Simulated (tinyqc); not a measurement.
Vacuum evaporation: vapour pressure, source flux, thickness distribution, purity and step coverage: one step, computed by the program tinyqc. Command: `OMP_NUM_THREADS=1 python tinyqc.py 3112201 3112202 out.jsonl evap walk`. One thread of a shared host (Intel(R) Xeon(R) Processor @ 2.30GHz), about 0.01 s of CPU time with the checks.

Molecular flow, unit sticking of the metal, no re-evaporation. The background gas is taken as water vapour (18.015 g/mol, collision diameter 0.37 nm) at 300 K.

Problem. Rate and uniformity on a fixed wafer above the source. A small source emits (n + 1) Phi area cos^n(phi)/(2 pi) per solid angle; on a parallel plane at height h and lateral distance l the arrival rate is (n + 1) Phi area/(2 pi h^2) x (1 + (l/h)^2)^(-(n + 3)/2). Growth rate = arrival rate x m/rho, m = M u. The wafer is fixed and centred above the source.

Inputs (values chosen for the exercise, modelled on nickel, with constants for the liquid):

| quantity | value | unit |
|---|---|---|
| molar mass M | 58.69 | g/mol |
| film density rho | 8.9 | g/cm^3 |
| source temperature T | 1950 | K |
| source area | 4.8 | cm^2 |
| directionality n | 4 | - |
| source-to-wafer distance h | 51 | cm |
| wafer radius R | 7.5 | cm |

flux Phi = 7.936877e+18 1/(cm^2 s)

Constants: u = 1.6605390666e-27 kg.

Give: arrival rate at the centre; growth rate at the centre; edge over centre; non-uniformity (max - min)/(max + min); share of the material that lands on the wafer, 1 - (1 + (R/h)^2)^(-(n + 1)/2).

Solution.

arrival rate at the centre = 1.1656e+16 1/(cm^2 s)

growth rate at the centre = 1.2763 nm/s

edge over centre = 0.92785

non-uniformity (max - min)/(max + min) = 3.7425 %

share of the material that lands on the wafer, 1 - (1 + (R/h)^2)^(-(n + 1)/2) = 5.2084 %
